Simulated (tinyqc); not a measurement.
Pariser-Parr-Pople SCF with singles CI, for the molecule c1ccc2[nH]ccc2c1 (SMILES; centres numbered as the heavy atoms are written), step by step. Computed by tinyqc, a small Python program that keeps every step. Settings: charge = 0, gamma = Ohno, start = core, damping = 0.3, iteration cap = 79, excitations kept = 9. Command: `OMP_NUM_THREADS=1 python tinyqc.py 24053 24054 out.jsonl` (the two numbers bound the seeds that draw the settings). One thread of a shared host (Intel(R) Xeon(R) Processor @ 2.60GHz), about 0.02 s of CPU time with the checks. Later iterations appear only in the table of the cycle.

## PPP integrals

Centres (angstrom, eV; a flat drawing with bonds scaled to 1.40 angstrom):
```
centre        x        y  core charge z        W  gamma_rr
1C       2.1520  -0.7000              1  11.7100    9.5700
2C       2.1520   0.7000              1  11.7100    9.5700
3C       0.9390   1.4000              1  11.7100    9.5700
4C      -0.2730   0.7000              1  11.7100    9.5700
5N      -1.6050   1.1330              2  27.1000   15.9100
6C      -2.4270   0.0000              1  11.7100    9.5700
7C      -1.6050  -1.1330              1  11.7100    9.5700
8C      -0.2730  -0.7000              1  11.7100    9.5700
9C       0.9390  -1.4000              1  11.7100    9.5700
```

Resonance integrals (eV):
```
i  j     beta
1  2  -2.4600
2  3  -2.4600
3  4  -2.4600
4  5  -2.2800
5  6  -2.2800
6  7  -2.4600
7  8  -2.4600
8  9  -2.4600
9  1  -2.4600
8  4  -2.4600
```

Ohno: gamma = 14.399645/sqrt(R^2 + a^2), a = 2 x 14.399645/(gamma_rr + gamma_ss); H_rr = -W_r - sum_(s != r) z_s gamma_rs; H_rs = beta for bonds.

repulsion gamma_rs (eV), order 1C, 2C, 3C, 4C, 5N, 6C, 7C, 8C, 9C:
```
[[9.5700, 7.0063, 5.0454, 4.5299, 3.3252, 2.9565, 3.5378, 5.0456, 7.0052],
 [7.0063, 9.5700, 7.0052, 5.0456, 3.6481, 2.9565, 3.2411, 4.5299, 5.0454],
 [5.0454, 7.0052, 9.5700, 7.0072, 5.1491, 3.6512, 3.6993, 5.0462, 4.5301],
 [4.5299, 5.0456, 7.0072, 9.5700, 8.0008, 5.2957, 5.2941, 7.0063, 5.0462],
 [3.3252, 3.6481, 5.1491, 8.0008, 15.9100, 8.0037, 5.6865, 5.6868, 3.8259],
 [2.9565, 2.9565, 3.6512, 5.2957, 8.0037, 9.5700, 7.0068, 5.2957, 3.6512],
 [3.5378, 3.2411, 3.6993, 5.2941, 5.6865, 7.0068, 9.5700, 7.0049, 4.8521],
 [5.0456, 4.5299, 5.0462, 7.0063, 5.6868, 5.2957, 7.0049, 9.5700, 7.0072],
 [7.0052, 5.0454, 4.5301, 5.0462, 3.8259, 3.6512, 4.8521, 7.0072, 9.5700]]
```

core matrix H (eV), order 1C, 2C, 3C, 4C, 5N, 6C, 7C, 8C, 9C:
```
[[-53.4873, -2.4600, 0.0000, 0.0000, 0.0000, 0.0000, 0.0000, 0.0000, -2.4600],
 [-2.4600, -53.8363, -2.4600, 0.0000, 0.0000, 0.0000, 0.0000, 0.0000, 0.0000],
 [0.0000, -2.4600, -57.9925, -2.4600, 0.0000, 0.0000, 0.0000, 0.0000, 0.0000],
 [0.0000, 0.0000, -2.4600, -66.9365, -2.2800, 0.0000, 0.0000, -2.4600, 0.0000],
 [0.0000, 0.0000, 0.0000, -2.2800, -70.4260, -2.2800, 0.0000, 0.0000, 0.0000],
 [0.0000, 0.0000, 0.0000, 0.0000, -2.2800, -58.5308, -2.4600, 0.0000, 0.0000],
 [0.0000, 0.0000, 0.0000, 0.0000, 0.0000, -2.4600, -57.7191, -2.4600, 0.0000],
 [0.0000, 0.0000, 0.0000, -2.4600, 0.0000, 0.0000, -2.4600, -64.0193, -2.4600],
 [-2.4600, 0.0000, 0.0000, 0.0000, 0.0000, 0.0000, 0.0000, -2.4600, -56.4991]]
```

## Starting guess

pi electrons, sum of z_r less the charge = 10

Orbitals of the core matrix H.

P at the start, order 1C, 2C, 3C, 4C, 5N, 6C, 7C, 8C, 9C:
```
[[0.2812, 0.3550, 0.4643, -0.1738, 0.0478, -0.0831, -0.0727, 0.1009, 0.2947],
 [0.3550, 0.5035, 0.7232, -0.1087, 0.0053, 0.0466, -0.0163, -0.0685, 0.2924],
 [0.4643, 0.7232, 1.1524, 0.2546, -0.0700, 0.1605, 0.0250, -0.2170, 0.3083],
 [-0.1738, -0.1087, 0.2546, 1.9047, 0.0259, -0.0513, -0.0430, 0.1246, -0.2323],
 [0.0478, 0.0053, -0.0700, 0.0259, 1.9741, 0.1367, -0.1310, -0.0052, 0.0857],
 [-0.0831, 0.0466, 0.1605, -0.0513, 0.1367, 1.1708, 0.9150, -0.1310, -0.2454],
 [-0.0727, -0.0163, 0.0250, -0.0430, -0.1310, 0.9150, 0.8592, 0.3308, -0.0910],
 [0.1009, -0.0685, -0.2170, 0.1246, -0.0052, -0.1310, 0.3308, 1.7035, 0.5486],
 [0.2947, 0.2924, 0.3083, -0.2323, 0.0857, -0.2454, -0.0910, 0.5486, 0.4506]]
```

## Iteration 1: Fock matrix

F_rr = H_rr + P_rr gamma_rr / 2 + sum_(s != r) P_ss gamma_rs; F_rs = H_rs - P_rs gamma_rs / 2; E = tr P (H + F) / 2 + core repulsion sum_(r<s) z_r z_s gamma_rs.

F (eV), order 1C, 2C, 3C, 4C, 5N, 6C, 7C, 8C, 9C:
```
[[-9.3543, -3.7038, -1.1712, 0.3938, -0.0795, 0.1229, 0.1286, -0.2545, -3.4923],
 [-3.7038, -8.3355, -4.9930, 0.2742, -0.0096, -0.0688, 0.0264, 0.1551, -0.7376],
 [-1.1712, -4.9930, -5.9304, -3.3519, 0.1801, -0.2930, -0.0462, 0.5476, -0.6983],
 [0.3938, 0.2742, -3.3519, -5.1810, -2.3835, 0.1357, 0.1138, -2.8966, 0.5861],
 [-0.0795, -0.0096, 0.1801, -2.3835, -5.1094, -2.8271, 0.3725, 0.0147, -0.1640],
 [0.1229, -0.0688, -0.2930, 0.1357, -2.8271, -3.8276, -5.6657, 0.3470, 0.4480],
 [0.1286, 0.0264, -0.0462, 0.1138, 0.3725, -5.6657, -3.0860, -3.6186, 0.2207],
 [-0.2545, 0.1551, 0.5476, -2.8966, 0.0147, 0.3470, -3.6186, -6.4058, -4.3821],
 [-3.4923, -0.7376, -0.6983, 0.5861, -0.1640, 0.4480, 0.2207, -4.3821, -7.0676]]
```

pi energy = -137.6949 eV

## Iteration 1: orbitals and new P

Diagonalise F (the basis is taken as orthonormal) and form P = 2 sum c c over the lowest orbitals; 0.3 of the old P is kept.

orbital energies (eV): [-16.1278, -12.1098, -10.5626, -8.4491, -6.3671, -3.6331, -2.3456, 1.5187, 3.7788]

P after iteration 1, order 1C, 2C, 3C, 4C, 5N, 6C, 7C, 8C, 9C:
```
[[1.0561, 0.3804, 0.0759, -0.2570, 0.2814, 0.0357, -0.1449, -0.0994, 0.5223],
 [0.3804, 0.9442, 0.7876, -0.0753, -0.2213, 0.0820, 0.1009, -0.1285, 0.0460],
 [0.0759, 0.7876, 1.0043, 0.4517, -0.0592, -0.0020, -0.0023, -0.0211, -0.0160],
 [-0.2570, -0.0753, 0.4517, 1.3471, 0.4492, -0.1101, -0.1639, 0.3064, -0.0449],
 [0.2814, -0.2213, -0.0592, 0.4492, 1.4881, 0.3592, -0.1202, -0.1540, -0.0315],
 [0.0357, 0.0820, -0.0020, -0.1101, 0.3592, 1.0876, 0.8554, -0.0531, -0.2468],
 [-0.1449, 0.1009, -0.0023, -0.1639, -0.1202, 0.8554, 0.9469, 0.4101, -0.0312],
 [-0.0994, -0.1285, -0.0211, 0.3064, -0.1540, -0.0531, 0.4101, 1.3317, 0.6672],
 [0.5223, 0.0460, -0.0160, -0.0449, -0.0315, -0.2468, -0.0312, 0.6672, 0.7941]]
```

## Iteration 2: Fock matrix

As before.

F (eV), order 1C, 2C, 3C, 4C, 5N, 6C, 7C, 8C, 9C:
```
[[-6.8537, -3.7925, -0.1916, 0.5820, -0.4679, -0.0527, 0.2563, 0.2507, -4.2895],
 [-3.7925, -6.3347, -5.2186, 0.1900, 0.4038, -0.1211, -0.1634, 0.2911, -0.1161],
 [-0.1916, -5.2186, -6.3519, -4.0426, 0.1523, 0.0037, 0.0042, 0.0533, 0.0362],
 [0.5820, 0.1900, -4.0426, -7.8898, -4.0770, 0.2916, 0.4338, -3.5332, 0.1133],
 [-0.4679, 0.4038, 0.1523, -4.0770, -10.9830, -3.7175, 0.3417, 0.4378, 0.0602],
 [-0.0527, -0.1211, 0.0037, 0.2916, -3.7175, -8.1160, -5.4569, 0.1405, 0.4506],
 [0.2563, -0.1634, 0.0042, 0.4338, 0.3417, -5.4569, -6.2813, -3.8964, 0.0758],
 [0.2507, 0.2911, 0.0533, -3.5332, 0.4378, 0.1405, -3.8964, -7.1165, -4.7976],
 [-4.2895, -0.1161, 0.0362, 0.1133, 0.0602, 0.4506, 0.0758, -4.7976, -5.6002]]
```

pi energy = -147.9567 eV

## Iteration 2: orbitals and new P

As before.

orbital energies (eV): [-16.6353, -14.1403, -12.8561, -11.2272, -9.8057, -1.9492, -1.5853, 0.3437, 2.3284]

P after iteration 2, order 1C, 2C, 3C, 4C, 5N, 6C, 7C, 8C, 9C:
```
[[1.0985, 0.4908, 0.0016, -0.3119, 0.2482, 0.0341, -0.1599, -0.0675, 0.6501],
 [0.4908, 0.9655, 0.7789, -0.0342, -0.1907, 0.1203, 0.0731, -0.2021, 0.0171],
 [0.0016, 0.7789, 1.0197, 0.5210, -0.1259, -0.0226, 0.0400, -0.0039, -0.1847],
 [-0.3119, -0.0342, 0.5210, 1.1858, 0.4870, -0.1931, -0.1342, 0.4420, -0.0130],
 [0.2482, -0.1907, -0.1259, 0.4870, 1.5447, 0.4207, -0.2085, -0.2032, 0.0215],
 [0.0341, 0.1203, -0.0226, -0.1931, 0.4207, 1.1295, 0.8275, -0.0644, -0.2058],
 [-0.1599, 0.0731, 0.0400, -0.1342, -0.2085, 0.8275, 0.9794, 0.4548, -0.0071],
 [-0.0675, -0.2021, -0.0039, 0.4420, -0.2032, -0.0644, 0.4548, 1.2003, 0.6384],
 [0.6501, 0.0171, -0.1847, -0.0130, 0.0215, -0.2058, -0.0071, 0.6384, 0.8766]]
```

## Convergence

Stop when output and input P, before any damping, agree to 1e-7.

Course of the cycle:
```
iteration       E (eV)  largest |P(out) - P(in)|
1          -137.694924                  1.11e+00
2          -147.956695                  2.41e-01
3          -152.335149                  1.15e-01
4          -153.949420                  5.82e-02
5          -154.511132                  3.08e-02
6          -154.703503                  1.77e-02
7          -154.769548                  1.16e-02
8          -154.792573                  7.91e-03
9          -154.800834                  5.52e-03
10         -154.803928                  3.92e-03
11         -154.805157                  2.82e-03
...                ...                       ...
37         -154.806156                  1.39e-06
38         -154.806156                  1.04e-06
39         -154.806156                  7.82e-07
40         -154.806156                  5.86e-07
41         -154.806156                  4.39e-07
42         -154.806156                  3.29e-07
43         -154.806156                  2.46e-07
44         -154.806156                  1.84e-07
45         -154.806156                  1.38e-07
46         -154.806156                  1.03e-07
47         -154.806156                  7.73e-08
```

Converged in 47 iterations.

## Converged orbitals

Charges are z - P_rr.

orbital energies (eV): [-17.2148, -14.7468, -13.3964, -11.9835, -10.9727, -1.8157, -0.8928, 0.3276, 2.3423]

coefficients, order 1C, 2C, 3C, 4C, 5N, 6C, 7C, 8C, 9C:
```
[[0.1278, 0.4594, 0.1010, -0.4558, -0.2597, -0.1655, 0.5365, 0.1650, 0.3804],
 [0.1485, 0.4365, -0.2482, -0.3819, 0.2785, -0.3840, -0.3109, -0.3725, -0.3457],
 [0.2519, 0.3131, -0.4104, 0.0754, 0.4347, 0.4653, -0.1727, 0.3484, 0.3282],
 [0.4900, 0.0795, -0.2808, 0.4751, -0.0595, -0.0227, 0.5392, -0.1431, -0.3657],
 [0.5485, -0.4237, -0.2949, -0.2313, -0.4125, -0.2109, -0.3134, 0.2403, 0.0929],
 [0.3604, -0.3553, 0.2443, -0.4085, 0.2852, 0.4254, 0.1867, -0.4637, 0.0714],
 [0.2673, -0.0841, 0.4953, -0.0170, 0.4693, -0.2951, 0.0517, 0.5470, -0.2583],
 [0.3495, 0.2106, 0.4041, 0.4368, -0.0302, -0.2225, -0.2943, -0.3282, 0.4845],
 [0.1835, 0.3700, 0.3546, -0.0590, -0.4358, 0.4961, -0.2695, 0.1114, -0.4233]]
```

pi charges: [-0.0257, 0.0047, -0.0491, -0.1091, 0.4181, -0.1281, -0.0886, -0.0430, 0.0207]

## Singles CI, singlets

Over the 9 single excitations with the smallest orbital gaps: A = (e_a - e_i) delta + 2 (ia|jb) - (ij|ab), with (pq|rs) = sum c_mp c_mq gamma_mn c_nr c_ns. f = 2/3 w |mu|^2 in atomic units, mu = sqrt2 sum c_ia sum_m c_mi c_ma R_m.

singlet CI matrix (eV), order 5>6, 5>7, 4>6, 4>7, 5>8, 3>6, 4>8, 3>7, 2>6:
```
[[4.9876, 0.1114, -0.0400, 0.9016, -0.1404, -0.0172, 0.1724, 0.0930, -0.0347],
 [0.1114, 5.5899, -0.7219, 0.0525, 0.0455, -0.1728, -0.1649, 0.1806, 0.0414],
 [-0.0400, -0.7219, 5.5953, 0.0048, -0.3216, -0.0519, -0.0534, 0.3187, -0.0859],
 [0.9016, 0.0525, 0.0048, 6.3410, -0.0349, -0.1937, 0.0213, 0.0060, -0.0922],
 [-0.1404, 0.0455, -0.3216, -0.0349, 6.5872, 0.4058, -0.0187, 0.1086, -0.0552],
 [-0.0172, -0.1728, -0.0519, -0.1937, 0.4058, 6.6956, -0.0384, 0.0273, -0.1272],
 [0.1724, -0.1649, -0.0534, 0.0213, -0.0187, -0.0384, 7.4374, 0.3845, 0.4352],
 [0.0930, 0.1806, 0.3187, 0.0060, 0.1086, 0.0273, 0.3845, 7.5164, -0.2095],
 [-0.0347, 0.0414, -0.0859, -0.0922, -0.0552, -0.1272, 0.4352, -0.2095, 8.0809]]
```

singlet excitation energies (eV): [4.5104, 4.7768, 6.0222, 6.4355, 6.7407, 6.9618, 7.1868, 7.8755, 8.3216]

oscillator strengths: [0.1432, 0.0013, 0.4931, 0.6936, 1.0381, 0.0251, 0.4292, 0.2942, 0.0196]

## Singles CI, triplets

Over the 9 single excitations with the smallest orbital gaps: A = (e_a - e_i) delta - (ij|ab), with (pq|rs) = sum c_mp c_mq gamma_mn c_nr c_ns.

triplet CI matrix (eV), order 5>6, 5>7, 4>6, 4>7, 5>8, 3>6, 4>8, 3>7, 2>6:
```
[[3.5840, -0.0830, -0.0352, 0.0937, 0.1140, 0.1781, -0.1007, -0.4358, -0.0691],
 [-0.0830, 4.4210, 0.0937, -0.2274, 0.1796, -0.4358, -0.0021, 0.2798, -0.2794],
 [-0.0352, 0.0937, 4.5960, -0.0695, -0.1007, -0.0791, -0.1224, -0.0161, -0.0306],
 [0.0937, -0.2274, -0.0695, 5.0581, -0.0021, -0.0161, 0.0261, -0.0845, -0.3894],
 [0.1140, 0.1796, -0.1007, -0.0021, 5.6347, 1.1332, 0.1136, 0.4236, -0.1862],
 [0.1781, -0.4358, -0.0791, -0.0161, 1.1332, 5.9522, -0.1188, -0.0877, -0.0772],
 [-0.1007, -0.0021, -0.1224, 0.0261, 0.1136, -0.1188, 6.7333, -0.1115, 0.8685],
 [-0.4358, 0.2798, -0.0161, -0.0845, 0.4236, -0.0877, -0.1115, 6.8025, 0.0576],
 [-0.0691, -0.2794, -0.0306, -0.3894, -0.1862, -0.0772, 0.8685, 0.0576, 7.3670]]
```

triplet excitation energies (eV): [3.4992, 4.0251, 4.5741, 4.7179, 5.1168, 6.2085, 6.8462, 7.1164, 8.0446]
